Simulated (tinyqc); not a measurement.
## Gap and mass from two generation rates

Inverse problem. In the two-band model the band-to-band tunnelling rate in a uniform field is G = A F^2 exp(-B/F), with B = pi sqrt(m/C) Eg^1.5/4 (V/nm), A = 1e21 (2 q/h) m Eg/(16 pi C B) for G in cm^-3 s^-1 and F in V/nm, C = hbar^2/(2 m0). Find B, A, Eg and m.

Constants: q = 1.602176634e-19 C, hbar = 1.054571817e-34 J s, h = 6.62607015e-34 J s, m0 = 9.1093837015e-31 kg, hbar^2/(2 m0) = 0.0380998212 eV nm^2. Results are converted to the units shown.

G at F = 0.04 and 0.061 V/nm (cm^-3 s^-1): 3.5539936e11  5.5954464e18

Solution. The slope of ln(G/F^2) against 1/F is -B and the intercept gives A. The product A B fixes m Eg, and B = (pi/4) Eg sqrt(m Eg/C) then gives Eg.

B = 1.827 V/nm
A = 1.541e34 cm^-3 s^-1 (V/nm)^-2
Eg = 1.360 eV
m = 0.08200 m0

Computed by the program tinyqc: `OMP_NUM_THREADS=1 python tinyqc.py 2620121 2620122 out.jsonl`, one thread of a shared Intel Xeon 2.30GHz, about 0.02 s for the whole run.
